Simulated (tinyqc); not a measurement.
Comparisons within one model: two-band k.p model of the X valleys of a zinc-blende crystal. A value that a table varies takes the place of the one given here.

k along the valley axis, counted from X, c = hbar^2/2m0, e = c k^2/ml. H = [[e - D/2, i P k], [-i P k, e + D/2]] with P^2 = D0 c/ml, so E = e -/+ sqrt(D^2/4 + D0 e). For D = 0 (diamond lattice) the bands cross at X.

With x = D/D0: for x < 1 the minima lie at k_m = sqrt(ml D0 (1 - x^2)/(4 c)), the hump at X has the height dE = (D0/4)(1 - x)^2 and the mass at the minimum is ml/(1 - x^2); the mass at X is ml/(1 - 1/x), negative for x < 1. For x > 1 the minimum is at X.

Thermal masses along the axis for one X point, lower band, E from the minimum, on 1601 points from -0.8 to 0.8 1/angstrom: density-of-states mass m_d = c I^2/(pi kT), I = integral of exp(-E/kT) dk; conductivity mass m_c = 2 c kT/<(dE/dk)^2> with central differences.

Constants: hbar^2/2m0 = 3.80998211 eV angstrom^2; kB = 8.617333262e-05 eV/K.

Parameters, chosen for this exercise (of the order of those of AlAs; the results hold for these values, not for the real material):
```
symbol  value  unit  meaning
D0      0.13   eV    coupling energy
ml      0.633  m0    mass along the axis from remote bands
D       0.353  eV    splitting of the two conduction levels at X
T       20     K     temperature
```

## From the diamond lattice to a polar crystal

D is varied at fixed D0 and ml.

Results:
```
x     D (eV)  k_m (1/angstrom)  dE (meV)  mass at the minimum
0.00   0.000            0.0735     32.50                0.633
0.30   0.039            0.0701     15.93                0.696
0.60   0.078            0.0588      5.20                0.989
0.80   0.104            0.0441      1.30                1.758
0.90   0.117            0.0320      0.33                3.332
1.10   0.143            0.0000      0.00                6.963
1.30   0.169            0.0000      0.00                2.743
2.00   0.260            0.0000      0.00                1.266
4.00   0.520            0.0000      0.00                0.844
```

What can be read from the table?

At D = 0 the minima lie 0.0735 1/angstrom from X under a cusp of D0/4 = 32 meV, the pattern of silicon. The hump shrinks as (1 - x)^2, faster than k_m, so at x = 0.9 it is only 0.32 meV although k_m is still 44 % of its first value. The mass diverges at x = 1 from both sides (3.33 at 0.9, 6.96 at 1.1), where the band is quartic.

## Temperature

Thermal masses against T.

Results:
```
T (K)  kT (meV)    m_d    m_c
10         0.86  1.001  1.000
20         1.72  1.000  0.997
50         4.31  0.996  0.990
100        8.62  0.991  0.980
200       17.23  0.981  0.963
300       25.85  0.973  0.949
500       43.09  0.959  0.926
```

What can be read from the table?

m_d goes from 1.001 to 0.959 and m_c goes from 1.000 to 0.926. Both start from the edge mass 1.002 and tend to ml = 0.633 for kT far above D0. 

## What each parameter does

Shape of the lower band and thermal masses. Each row changes one parameter from the base and keeps the others.

Results:
```
case            k_m (1/angstrom)  dE (meV)  m_d (m0)  m_c (m0)
base                      0.0000     0.000     1.000     0.997
D = 0.3424 eV             0.0000     0.000     1.018     1.015
D0 = 0.1339 eV            0.0000     0.000     1.017     1.014
ml = 0.652 m0             0.0000     0.000     1.030     1.027
T = 20.6 K                0.0000     0.000     1.000     0.997
```

What can be read from the table?

The largest shifts from the base row, up to three for each result and ties (the steps differ in size, so this ranks the rows, not the parameters). k_m (1/angstrom): unchanged at the printed digits by D, D0, ml and T. dE (meV): unchanged at the printed digits by D, D0, ml and T. m_d (m0): ml +0.030, D +0.018, D0 +0.018; unchanged at the printed digits by T. m_c (m0): ml +0.030, D +0.018, D0 +0.017; unchanged at the printed digits by T.

Run: tinyqc, `OMP_NUM_THREADS=1 python tinyqc.py 1851009 1851010 out.jsonl`; Intel(R) Xeon(R) Processor @ 2.30GHz, one thread, shared host; about 0.01 s of CPU time with all checks.
